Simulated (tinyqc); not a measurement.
Worked calculation: polytypes by hexagonality, and a cubic inclusion as a quantum well. Values are carried at full precision from step to step, so a last printed digit may differ when a step is redone from the rounded ones.

A layer is h if its two neighbours in the periodic sequence sit on the same site, k otherwise; the hexagonality h is the share of h layers.

Constants: hbar^2/2m0 = 3.80998211 eV angstrom^2.

Values chosen for the exercise (of the order of those of InAs; shifted at random, so the results belong to these values and not to a real crystal):

| symbol | value | unit | meaning |
|---|---|---|---|
| E3 | 0.416 | eV | gap of the cubic polytype |
| E2 | 0.46 | eV | gap of 2H |
| Ev2 | 0.039 | eV | valence top of 2H above that of 3C |
| P2 | 0.0021 | C/m^2 | spontaneous polarisation of 2H |
| m | (0.027, 0.027) | m0 | electron mass along c in the cubic layer and in the host |
| d | 3.495 | angstrom | thickness of a double layer |
| eps | 15.2 |  | dielectric constant |
| N | 15 |  | double layers in the cubic inclusion |

## Hexagonality

Stacking sequences:

| polytype | sequence |
|---|---|
| 21R | ABCACBACABCBACBCABACB |
| 2H | AB |
| 4H | ABCB |
| 3C | ABC |
| 10H | ABCABCBACB |

Give the h/k string and h of each.

Hexagonality:

| polytype | h/k string | h |
|---|---|---|
| 21R | hkkhkkkhkkhkkkhkkhkkk | 0.2857 |
| 2H | hh | 1.0000 |
| 4H | hkhk | 0.5000 |
| 3C | kkk | 0.0000 |
| 10H | hkkkkhkkkk | 0.2000 |

## Gaps and band edges

Gap: E3 + (E2 - E3) h. Valence top Ev2 h and polarisation P2 h, both counted from 3C; Ec = Ev + gap.

Evaluate for each polytype.

Results:

| polytype | gap (eV) | Ev (eV) | Ec (eV) | P (C/m^2) |
|---|---|---|---|---|
| 21R | 0.4286 | 0.0111 | 0.4397 | 0.00060 |
| 2H | 0.4600 | 0.0390 | 0.4990 | 0.00210 |
| 4H | 0.4380 | 0.0195 | 0.4575 | 0.00105 |
| 3C | 0.4160 | 0.0000 | 0.4160 | 0.00000 |
| 10H | 0.4248 | 0.0078 | 0.4326 | 0.00042 |

The widest gap is that of 2H, the narrowest that of 3C. Ev and Ec both rise with h, so 3C collects electrons and the more hexagonal side holes: a staggered line-up.

## The bound level without the field

A cubic inclusion of width L = N d in the host (h = 1) is a well of depth V = Ec(host) - Ec(3C). Square well with mass mismatch: k tan(k L/2) = (m_w/m_b) q, k = sqrt(m_w E/c), q = sqrt(m_b (V - E)/c), c = hbar^2/2m0, lowest root. The depth of the level, V - E, is its binding, and the transition to the valence top of the host is gap(host) - (V - E). The step in polarisation gives a field |F| = |P|/(eps eps0) in a thin inclusion, eps0 = 8.8541878e-12 F/m.

Give V, L, the level E, its depth below the host conduction edge and the transition to the valence top of the host, gap(host) - (V - E).

V = 0.0830 eV
L = 52.425 angstrom
E above the bottom = 0.0608 eV
depth below the host edge = 0.0222 eV
transition = 0.4378 eV

The level keeps 27 % of the well depth. The transition lies above the gap of 3C itself (0.416 eV).

## The polarisation field

Give |F|, the drop |F| L, the bound charge |P|/e per cm^2 (e = 1.602176634e-19 C), and, as a first estimate, the shift -|F| L/2 of the transition for an electron centred in the layer and a hole in the host on the high side.

|F| = 0.156 MV/cm
drop = 81.8 meV
bound charge = 1.31e+12 cm^-2
estimated shift = -40.9 meV

The drop is 99 % of the well depth. The host edge on the low side sinks by 41 meV against the centre, more than the 22 meV by which the flat well binds, so the level may not survive the field and the estimate must be checked.

## Checks

- Square-well root against finite differences on a grid of 0.5 angstrom (eV): both 0.061.

(tinyqc, `OMP_NUM_THREADS=1 python tinyqc.py 1880446 1880447 out.jsonl`, Intel(R) Xeon(R) Processor @ 2.30GHz, 1 thread, shared host, about 0.2 s.)
